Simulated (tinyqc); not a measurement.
Inside a calculation (part 1 of 2). Method: RHF in the sto-3g basis, for BeH2, spin multiplicity 1. Computed by tinyqc, a small Python program that keeps every step (integrals from PySCF). Settings: charge = 0, multiplicity = 1, basis = sto-3g, energy threshold = 1e-09, iteration cap = 88, orthogonalisation = symmetric, start = core, DIIS depth = 6, damping = 0.3, method = RHF. Command: `OMP_NUM_THREADS=1 python tinyqc.py 23143 23144 out.jsonl` (the two numbers bound the seeds that draw the settings). One thread of a shared host (Intel(R) Xeon(R) Processor @ 2.60GHz), about 0.08 s of CPU time with the checks. Later iterations appear only in the table of the cycle.

## One-electron integrals

Geometry (angstrom):
```
atom        x         y        z
Be    0.00000   0.00000  0.00000
H     0.00000   1.73200  0.12500
H     0.00000  -1.73200  0.12500
```

Basis sto-3g: exponents (1/bohr^2) and contraction coefficients of normalised primitives:
```
element  l (shell)  exponent  coefficient
Be           s (1)  30.16787      0.15433
Be           s (1)   5.49512      0.53533
Be           s (1)   1.48719      0.44463
Be           s (2)   1.31483     -0.09997
Be           s (2)   0.30554      0.39951
Be           s (2)   0.09937      0.70012
Be           p (3)   1.31483      0.15592
Be           p (3)   0.30554      0.60768
Be           p (3)   0.09937      0.39196
H            s (1)   3.42525      0.15433
H            s (1)   0.62391      0.53533
H            s (1)   0.16886      0.44463
```

Overlap, kinetic and nuclear-attraction integrals over the contracted functions; the nuclear repulsion is the sum of Za Zb / Rab.

nuclear repulsion = 2.5906605 hartree

overlap S:
```
          1Be 1s   1Be 2s  1Be 2px   1Be 2py  1Be 2pz    2H 1s     3H 1s
1Be 1s   1.00000  0.25952  0.00000   0.00000  0.00000  0.02909   0.02909
1Be 2s   0.25952  1.00000  0.00000   0.00000  0.00000  0.31223   0.31223
1Be 2px  0.00000  0.00000  1.00000   0.00000  0.00000  0.00000   0.00000
1Be 2py  0.00000  0.00000  0.00000   1.00000  0.00000  0.39672  -0.39672
1Be 2pz  0.00000  0.00000  0.00000   0.00000  1.00000  0.02863   0.02863
2H 1s    0.02909  0.31223  0.00000   0.39672  0.02863  1.00000   0.00653
3H 1s    0.02909  0.31223  0.00000  -0.39672  0.02863  0.00653   1.00000
```

kinetic energy T (hartree):
```
           1Be 1s    1Be 2s  1Be 2px   1Be 2py  1Be 2pz     2H 1s     3H 1s
1Be 1s    6.69397  -0.03301  0.00000   0.00000  0.00000  -0.00846  -0.00846
1Be 2s   -0.03301   0.21111  0.00000   0.00000  0.00000   0.02254   0.02254
1Be 2px   0.00000   0.00000  0.66059   0.00000  0.00000   0.00000   0.00000
1Be 2py   0.00000   0.00000  0.00000   0.66059  0.00000   0.08533  -0.08533
1Be 2pz   0.00000   0.00000  0.00000   0.00000  0.66059   0.00616   0.00616
2H 1s    -0.00846   0.02254  0.00000   0.08533  0.00616   0.76003  -0.00329
3H 1s    -0.00846   0.02254  0.00000  -0.08533  0.00616  -0.00329   0.76003
```

nuclear attraction V (hartree):
```
            1Be 1s    1Be 2s   1Be 2px   1Be 2py   1Be 2pz     2H 1s     3H 1s
1Be 1s   -15.17057  -2.05741   0.00000   0.00000  -0.00154  -0.22929  -0.22929
1Be 2s    -2.05741  -2.91034   0.00000   0.00000  -0.01516  -0.79962  -0.79962
1Be 2px    0.00000   0.00000  -2.84148   0.00000   0.00000   0.00000   0.00000
1Be 2py    0.00000   0.00000   0.00000  -2.99093   0.00000  -0.98726   0.98726
1Be 2pz   -0.00154  -0.01516   0.00000   0.00000  -2.84226  -0.07221  -0.07221
2H 1s     -0.22929  -0.79962   0.00000  -0.98726  -0.07221  -2.59662  -0.02066
3H 1s     -0.22929  -0.79962   0.00000   0.98726  -0.07221  -0.02066  -2.59662
```

core Hamiltonian H = T + V (hartree):
```
           1Be 1s    1Be 2s   1Be 2px   1Be 2py   1Be 2pz     2H 1s     3H 1s
1Be 1s   -8.47659  -2.09043   0.00000   0.00000  -0.00154  -0.23775  -0.23775
1Be 2s   -2.09043  -2.69923   0.00000   0.00000  -0.01516  -0.77708  -0.77708
1Be 2px   0.00000   0.00000  -2.18089   0.00000   0.00000   0.00000   0.00000
1Be 2py   0.00000   0.00000   0.00000  -2.33034   0.00000  -0.90193   0.90193
1Be 2pz  -0.00154  -0.01516   0.00000   0.00000  -2.18167  -0.06605  -0.06605
2H 1s    -0.23775  -0.77708   0.00000  -0.90193  -0.06605  -1.83659  -0.02396
3H 1s    -0.23775  -0.77708   0.00000   0.90193  -0.06605  -0.02396  -1.83659
```

## Two-electron integrals

Functions are numbered as in S; the eight-fold symmetry (ij|kl) = (ji|kl) = (kl|ij) leaves the list below.

Two-electron integrals (ij|kl) in chemists' order, unique and non-zero (hartree):
```
(11|11) 2.29883     (21|11) 0.39204     (21|21) 0.07954     (22|11) 0.57099
(22|21) 0.14304     (22|22) 0.41768     (31|31) 0.01461     (32|31) 0.02189
(32|32) 0.09226     (33|11) 0.56958     (33|21) 0.14308     (33|22) 0.41759
(33|33) 0.44986     (41|41) 0.01461     (42|41) 0.02189     (42|42) 0.09226
(43|43) 0.02425     (44|11) 0.56958     (44|21) 0.14308     (44|22) 0.41759
(44|33) 0.40136     (44|44) 0.44986     (51|51) 0.01461     (52|51) 0.02189
(52|52) 0.09226     (53|53) 0.02425     (54|54) 0.02425     (55|11) 0.56958
(55|21) 0.14308     (55|22) 0.41759     (55|33) 0.40136     (55|44) 0.40136
(55|55) 0.44986     (61|11) 0.04335     (61|21) 0.00879     (61|22) 0.01595
(61|33) 0.01585     (61|41) 0.00078     (61|42) 0.00147     (61|44) 0.01617
(61|51) 0.00006     (61|52) 0.00011     (61|54) 2.28e-05    (61|55) 0.01585
(61|61) 0.00102     (62|11) 0.13169     (62|21) 0.03361     (62|22) 0.11066
(62|33) 0.10617     (62|41) 0.00432     (62|42) 0.02902     (62|44) 0.11946
(62|51) 0.00031     (62|52) 0.00209     (62|54) 0.00096     (62|55) 0.10624
(62|61) 0.00411     (62|62) 0.04848     (63|31) 0.00271     (63|32) 0.01351
(63|43) 0.00471     (63|53) 0.00034     (63|63) 0.00379     (64|11) 0.15168
(64|21) 0.03911     (64|22) 0.13447     (64|33) 0.12665     (64|41) 0.00684
(64|42) 0.04453     (64|44) 0.14992     (64|51) 0.00030     (64|52) 0.00224
(64|54) 0.00134     (64|55) 0.12672     (64|61) 0.00494     (64|62) 0.06616
(64|64) 0.09216     (65|11) 0.01095     (65|21) 0.00282     (65|22) 0.00971
(65|33) 0.00914     (65|41) 0.00030     (65|42) 0.00224     (65|44) 0.01014
(65|51) 0.00273     (65|52) 0.01368     (65|54) 0.00478     (65|55) 0.00983
(65|61) 0.00036     (65|62) 0.00477     (65|64) 0.00638     (65|65) 0.00425
(66|11) 0.30421     (66|21) 0.07887     (66|22) 0.29209     (66|33) 0.27217
(66|41) 0.01046     (66|42) 0.09468     (66|44) 0.33127     (66|51) 0.00075
(66|52) 0.00683     (66|54) 0.00427     (66|55) 0.27248     (66|61) 0.00975
(66|62) 0.17102     (66|64) 0.24514     (66|65) 0.01769     (66|66) 0.77461
(71|11) 0.04335     (71|21) 0.00879     (71|22) 0.01595     (71|33) 0.01585
(71|41) -0.00078    (71|42) -0.00147    (71|44) 0.01617     (71|51) 0.00006
(71|52) 0.00011     (71|54) -2.28e-05   (71|55) 0.01585     (71|61) 0.00093
(71|62) 0.00347     (71|64) 0.00394     (71|65) 0.00031     (71|66) 0.00814
(71|71) 0.00102     (72|11) 0.13169     (72|21) 0.03361     (72|22) 0.11066
(72|33) 0.10617     (72|41) -0.00432    (72|42) -0.02902    (72|44) 0.11946
(72|51) 0.00031     (72|52) 0.00209     (72|54) -0.00096    (72|55) 0.10624
(72|61) 0.00347     (72|62) 0.02244     (72|64) 0.02564     (72|65) 0.00220
(72|66) 0.05766     (72|71) 0.00411     (72|72) 0.04848     (73|31) 0.00271
(73|32) 0.01351     (73|43) -0.00471    (73|53) 0.00034     (73|63) 0.00126
(73|73) 0.00379     (74|11) -0.15168    (74|21) -0.03911    (74|22) -0.13447
(74|33) -0.12665    (74|41) 0.00684     (74|42) 0.04453     (74|44) -0.14992
(74|51) -0.00030    (74|52) -0.00224    (74|54) 0.00134     (74|55) -0.12672
(74|61) -0.00394    (74|62) -0.02564    (74|64) -0.02891    (74|65) -0.00248
(74|66) -0.06628    (74|71) -0.00494    (74|72) -0.06616    (74|74) 0.09216
(75|11) 0.01095     (75|21) 0.00282     (75|22) 0.00971     (75|33) 0.00914
(75|41) -0.00030    (75|42) -0.00224    (75|44) 0.01014     (75|51) 0.00273
(75|52) 0.01368     (75|54) -0.00478    (75|55) 0.00983     (75|61) 0.00031
(75|62) 0.00220     (75|64) 0.00248     (75|65) 0.00147     (75|66) 0.00573
(75|71) 0.00036     (75|72) 0.00477     (75|74) -0.00638    (75|75) 0.00425
(76|11) 0.00400     (76|21) 0.00099     (76|22) 0.00282     (76|33) 0.00279
(76|44) 0.00288     (76|51) 2.09e-05    (76|52) 0.00011     (76|55) 0.00279
(76|61) 0.00011     (76|62) 0.00076     (76|64) 0.00094     (76|65) 0.00008
(76|66) 0.00205     (76|71) 0.00011     (76|72) 0.00076     (76|74) -0.00094
(76|75) 0.00008     (76|76) 1.93e-05    (77|11) 0.30421     (77|21) 0.07887
(77|22) 0.29209     (77|33) 0.27217     (77|41) -0.01046    (77|42) -0.09468
(77|44) 0.33127     (77|51) 0.00075     (77|52) 0.00683     (77|54) -0.00427
(77|55) 0.27248     (77|61) 0.00814     (77|62) 0.05766     (77|64) 0.06628
(77|65) 0.00573     (77|66) 0.15276     (77|71) 0.00975     (77|72) 0.17102
(77|74) -0.24514    (77|75) 0.01769     (77|76) 0.00205     (77|77) 0.77461
```

## Orthogonalisation

S = U s U^T; symmetric (Loewdin) form X = U s^(-1/2) U^T, so that X^T S X = 1.

eigenvalues of S: 0.43567  0.50627  0.95630  1.00000  1.00958  1.53439  1.55780

X:
```
           1Be 1s    1Be 2s  1Be 2px   1Be 2py   1Be 2pz     2H 1s     3H 1s
1Be 1s    1.02831  -0.14734  0.00000   0.00000  -0.00105   0.02000   0.02000
1Be 2s   -0.14734   1.11749  0.00000   0.00000   0.00808  -0.18313  -0.18313
1Be 2px   0.00000   0.00000  1.00000   0.00000   0.00000   0.00000   0.00000
1Be 2py   0.00000   0.00000  0.00000   1.15604   0.00000  -0.25237   0.25237
1Be 2pz  -0.00105   0.00808  0.00000   0.00000   1.00072  -0.01636  -0.01636
2H 1s     0.02000  -0.18313  0.00000  -0.25237  -0.01636   1.12212  -0.03807
3H 1s     0.02000  -0.18313  0.00000   0.25237  -0.01636  -0.03807   1.12212
```

## Starting guess

The start is the orbitals of the core Hamiltonian; D = 2 C_occ C_occ^T.

D at the start:
```
           1Be 1s    1Be 2s  1Be 2px   1Be 2py   1Be 2pz     2H 1s     3H 1s
1Be 1s    2.14446  -0.55328  0.00000   0.00000  -0.04687   0.00523   0.00523
1Be 2s   -0.55328   2.10000  0.00000   0.00000   0.19283   0.01900   0.01900
1Be 2px   0.00000   0.00000  0.00000   0.00000   0.00000   0.00000   0.00000
1Be 2py   0.00000   0.00000  0.00000   2.14918   0.00000  -0.09981   0.09981
1Be 2pz  -0.04687   0.19283  0.00000   0.00000   0.01771   0.00176   0.00176
2H 1s     0.00523   0.01900  0.00000  -0.09981   0.00176   0.00486  -0.00441
3H 1s     0.00523   0.01900  0.00000   0.09981   0.00176  -0.00441   0.00486
```

## Iteration 1: building the Fock matrix

J_ij = sum D_kl (ij|kl), K_ij = sum D_kl (ik|jl); F = H + J - 0.5 K; E = tr D H + tr D J / 2 - 0.25 tr D K + E_nn.

Coulomb J (hartree):
```
          1Be 1s   1Be 2s  1Be 2px   1Be 2py  1Be 2pz    2H 1s     3H 1s
1Be 1s   6.88259  1.35103  0.00000   0.00000  0.00700  0.15043   0.15043
1Be 2s   1.35103  2.80612  0.00000   0.00000  0.03296  0.72256   0.72256
1Be 2px  0.00000  0.00000  2.77028   0.00000  0.00000  0.00000   0.00000
1Be 2py  0.00000  0.00000  0.00000   2.86681  0.00000  0.87063  -0.87063
1Be 2pz  0.00700  0.03296  0.00000   0.00000  2.77112  0.06635   0.06635
2H 1s    0.15043  0.72256  0.00000   0.87063  0.06635  1.84912   0.01938
3H 1s    0.15043  0.72256  0.00000  -0.87063  0.06635  0.01938   1.84912
```

exchange K (hartree):
```
          1Be 1s   1Be 2s  1Be 2px   1Be 2py  1Be 2pz     2H 1s     3H 1s
1Be 1s   4.69590  0.83081  0.00000   0.00000  0.00466   0.10283   0.10283
1Be 2s   0.83081  1.08717  0.00000   0.00000  0.09088   0.31641   0.31641
1Be 2px  0.00000  0.00000  0.25264   0.00000  0.00000   0.00000   0.00000
1Be 2py  0.00000  0.00000  0.00000   1.11295  0.00000   0.34155  -0.34155
1Be 2pz  0.00466  0.09088  0.00000   0.00000  0.26023   0.02961   0.02961
2H 1s    0.10283  0.31641  0.00000   0.34155  0.02961   0.26109  -0.00129
3H 1s    0.10283  0.31641  0.00000  -0.34155  0.02961  -0.00129   0.26109
```

Fock matrix F (hartree):
```
           1Be 1s    1Be 2s  1Be 2px   1Be 2py   1Be 2pz     2H 1s     3H 1s
1Be 1s   -3.94194  -1.15481  0.00000   0.00000   0.00313  -0.13873  -0.13873
1Be 2s   -1.15481  -0.43669  0.00000   0.00000  -0.02763  -0.21273  -0.21273
1Be 2px   0.00000   0.00000  0.46307   0.00000   0.00000   0.00000   0.00000
1Be 2py   0.00000   0.00000  0.00000  -0.02000   0.00000  -0.20208   0.20208
1Be 2pz   0.00313  -0.02763  0.00000   0.00000   0.45934  -0.01450  -0.01450
2H 1s    -0.13873  -0.21273  0.00000  -0.20208  -0.01450  -0.11802  -0.00393
3H 1s    -0.13873  -0.21273  0.00000   0.20208  -0.01450  -0.00393  -0.11802
```

total energy of this density = -14.6021388 hartree

This density is the starting one.

## Iteration 1: diagonalisation and new density

Diagonalise F' = X^T F X, C = X C', fill 3 alpha and 3 beta electrons from the bottom; D = 2 C_occ C_occ^T; the new density keeps 0.3 of the old one (damping). Each column has its largest component positive (the first on a tie).

F' = X^T F X (hartree):
```
          1         2        3         4         5         6         7
1  -3.83683  -0.64987  0.00000   0.00000   0.00488   0.00604   0.00604
2  -0.64987  -0.10003  0.00000   0.00000  -0.01720  -0.18029  -0.18029
3   0.00000   0.00000  0.46307   0.00000   0.00000   0.00000   0.00000
4   0.00000   0.00000  0.00000   0.19456   0.00000  -0.25753   0.25753
5   0.00488  -0.01720  0.00000   0.00000   0.46052  -0.01853  -0.01853
6   0.00604  -0.18029  0.00000  -0.25753  -0.01853   0.03977  -0.04078
7   0.00604  -0.18029  0.00000   0.25753  -0.01853  -0.04078   0.03977
```

orbital energies (hartree): MO1 -3.94692, MO2 -0.24972, MO3 -0.23108, MO4 0.25725, MO5 0.46204, MO6 0.46307, MO7 0.50619

coefficients C:
```
              MO1       MO2       MO3       MO4       MO5      MO6       MO7
1Be 1s    0.98943  -0.20754   0.00000  -0.24060   0.00182  0.00000   0.00000
1Be 2s    0.03925   0.60222   0.00000   0.98659   0.00886  0.00000   0.00000
1Be 2px   0.00000   0.00000   0.00000   0.00000   0.00000  1.00000   0.00000
1Be 2py   0.00000   0.00000   0.48040   0.00000   0.00000  0.00000   1.11041
1Be 2pz  -0.00027   0.03305   0.00000  -0.00557   1.00046  0.00000   0.00000
2H 1s    -0.00424   0.41818   0.45926  -0.66639  -0.05311  0.00000  -0.72512
3H 1s    -0.00424   0.41818  -0.45926  -0.66639  -0.05311  0.00000   0.72512
```

D after iteration 1:
```
           1Be 1s    1Be 2s  1Be 2px   1Be 2py   1Be 2pz     2H 1s     3H 1s
1Be 1s    2.07419  -0.28659  0.00000   0.00000  -0.02404  -0.12580  -0.12580
1Be 2s   -0.28659   1.13989  0.00000   0.00000   0.08570   0.35804   0.35804
1Be 2px   0.00000   0.00000  0.00000   0.00000   0.00000   0.00000   0.00000
1Be 2py   0.00000   0.00000  0.00000   0.96786   0.00000   0.27894  -0.27894
1Be 2pz  -0.02404   0.08570  0.00000   0.00000   0.00684   0.01988   0.01988
2H 1s    -0.12580   0.35804  0.00000   0.27894   0.01988   0.54160  -0.05177
3H 1s    -0.12580   0.35804  0.00000  -0.27894   0.01988  -0.05177   0.54160
```

## Iteration 2: building the Fock matrix

As before.

Coulomb J (hartree):
```
          1Be 1s   1Be 2s  1Be 2px   1Be 2py  1Be 2pz    2H 1s     3H 1s
1Be 1s   6.41553  1.24299  0.00000   0.00000  0.00483  0.13844   0.13844
1Be 2s   1.24299  2.60285  0.00000   0.00000  0.02868  0.72084   0.72084
1Be 2px  0.00000  0.00000  2.54724   0.00000  0.00000  0.00000   0.00000
1Be 2py  0.00000  0.00000  0.00000   2.70311  0.00000  0.89178  -0.89178
1Be 2pz  0.00483  0.02868  0.00000   0.00000  2.54814  0.06692   0.06692
2H 1s    0.13844  0.72084  0.00000   0.89178  0.06692  2.07833   0.01808
3H 1s    0.13844  0.72084  0.00000  -0.89178  0.06692  0.01808   2.07833
```

exchange K (hartree):
```
          1Be 1s   1Be 2s  1Be 2px   1Be 2py  1Be 2pz     2H 1s     3H 1s
1Be 1s   4.64105  0.81859  0.00000   0.00000  0.00070   0.09506   0.09506
1Be 2s   0.81859  0.87333  0.00000   0.00000  0.05889   0.42228   0.42228
1Be 2px  0.00000  0.00000  0.17381   0.00000  0.00000   0.00000   0.00000
1Be 2py  0.00000  0.00000  0.00000   0.88903  0.00000   0.48658  -0.48658
1Be 2pz  0.00070  0.05889  0.00000   0.00000  0.17826   0.03557   0.03557
2H 1s    0.09506  0.42228  0.00000   0.48658  0.03557   0.82185  -0.00424
3H 1s    0.09506  0.42228  0.00000  -0.48658  0.03557  -0.00424   0.82185
```

Fock matrix F (hartree):
```
           1Be 1s    1Be 2s  1Be 2px   1Be 2py   1Be 2pz     2H 1s     3H 1s
1Be 1s   -4.38159  -1.25673  0.00000   0.00000   0.00294  -0.14684  -0.14684
1Be 2s   -1.25673  -0.53304  0.00000   0.00000  -0.01591  -0.26738  -0.26738
1Be 2px   0.00000   0.00000  0.27945   0.00000   0.00000   0.00000   0.00000
1Be 2py   0.00000   0.00000  0.00000  -0.07174   0.00000  -0.25343   0.25343
1Be 2pz   0.00294  -0.01591  0.00000   0.00000   0.27735  -0.01691  -0.01691
2H 1s    -0.14684  -0.26738  0.00000  -0.25343  -0.01691  -0.16919  -0.00376
3H 1s    -0.14684  -0.26738  0.00000   0.25343  -0.01691  -0.00376  -0.16919
```

total energy of this density = -15.1829725 hartree

This density is a damped mixture and is not idempotent.

## Iteration 2: DIIS over 2 matrices

error matrix X^T (FDS - SDF) X:
```
         1         2        3         4         5         6         7
1  0.00000  -0.00404  0.00000   0.00000  -0.00903  -0.02631  -0.02631
2  0.00404   0.00000  0.00000   0.00000  -0.02193   0.09597   0.09597
3  0.00000   0.00000  0.00000   0.00000   0.00000   0.00000   0.00000
4  0.00000   0.00000  0.00000   0.00000   0.00000   0.16211  -0.16211
5  0.00903   0.02193  0.00000   0.00000   0.00000   0.01637   0.01637
6  0.02631  -0.09597  0.00000  -0.16211  -0.01637   0.00000   0.00000
7  0.02631  -0.09597  0.00000   0.16211  -0.01637   0.00000   0.00000
```

B (overlaps of the stored error matrices):
```
               1              2
1  1.4122150e+00  4.5355750e-01
2  4.5355750e-01  1.4696331e-01
```

Minimise |sum c_i e_i|^2 with sum c_i = 1: solve [B -1; -1 0][c; lambda] = [0; -1] with B_ij = tr e_i^T e_j, and take F = sum c_i F_i.

DIIS coefficients: -0.47019  1.47019

extrapolated F (hartree):
```
           1Be 1s    1Be 2s  1Be 2px   1Be 2py   1Be 2pz     2H 1s     3H 1s
1Be 1s   -4.58830  -1.30466  0.00000   0.00000   0.00285  -0.15065  -0.15065
1Be 2s   -1.30466  -0.57835  0.00000   0.00000  -0.01040  -0.29308  -0.29308
1Be 2px   0.00000   0.00000  0.19311   0.00000   0.00000   0.00000   0.00000
1Be 2py   0.00000   0.00000  0.00000  -0.09607   0.00000  -0.27758   0.27758
1Be 2pz   0.00285  -0.01040  0.00000   0.00000   0.19178  -0.01805  -0.01805
2H 1s    -0.15065  -0.29308  0.00000  -0.27758  -0.01805  -0.19325  -0.00368
3H 1s    -0.15065  -0.29308  0.00000   0.27758  -0.01805  -0.00368  -0.19325
```

## Iteration 2: diagonalisation and new density

As before.

F' = X^T F X (hartree):
```
          1         2        3         4         5         6         7
1  -4.47805  -0.70693  0.00000   0.00000   0.00182   0.01614   0.01614
2  -0.70693  -0.18184  0.00000   0.00000   0.00288  -0.24301  -0.24301
3   0.00000   0.00000  0.19311   0.00000   0.00000   0.00000   0.00000
4   0.00000   0.00000  0.00000   0.17140   0.00000  -0.32413   0.32413
5   0.00182   0.00288  0.00000   0.00000   0.19308  -0.02084  -0.02084
6   0.01614  -0.24301  0.00000  -0.32413  -0.02084   0.01193  -0.04577
7   0.01614  -0.24301  0.00000   0.32413  -0.02084  -0.04577   0.01193
```

orbital energies (hartree): MO1 -4.59161, MO2 -0.39502, MO3 -0.34735, MO4 0.18851, MO5 0.19311, MO6 0.29747, MO7 0.57644

coefficients C:
```
              MO1       MO2       MO3       MO4      MO5       MO6       MO7
1Be 1s    0.99203  -0.20882   0.00000   0.05546  0.00000  -0.22165   0.00000
1Be 2s    0.03019   0.63704   0.00000  -0.22139  0.00000   0.93909   0.00000
1Be 2px   0.00000   0.00000   0.00000   0.00000  1.00000   0.00000   0.00000
1Be 2py   0.00000   0.00000   0.49803   0.00000  0.00000   0.00000   1.10262
1Be 2pz  -0.00034   0.02138   0.00000   0.97174  0.00000   0.23936   0.00000
2H 1s    -0.00394   0.39476   0.44765   0.12019  0.00000  -0.67193  -0.73234
3H 1s    -0.00394   0.39476  -0.44765   0.12019  0.00000  -0.67193   0.73234
```

D after iteration 2:
```
           1Be 1s    1Be 2s  1Be 2px   1Be 2py   1Be 2pz     2H 1s     3H 1s
1Be 1s    2.06107  -0.23029  0.00000   0.00000  -0.01393  -0.15862  -0.15862
1Be 2s   -0.23029   0.91140  0.00000   0.00000   0.04476   0.45932   0.45932
1Be 2px   0.00000   0.00000  0.00000   0.00000   0.00000   0.00000   0.00000
1Be 2py   0.00000   0.00000  0.00000   0.63761   0.00000   0.39581  -0.39581
1Be 2pz  -0.01393   0.04476  0.00000   0.00000   0.00269   0.01778   0.01778
2H 1s    -0.15862   0.45932  0.00000   0.39581   0.01778   0.66122  -0.07789
3H 1s    -0.15862   0.45932  0.00000  -0.39581   0.01778  -0.07789   0.66122
```
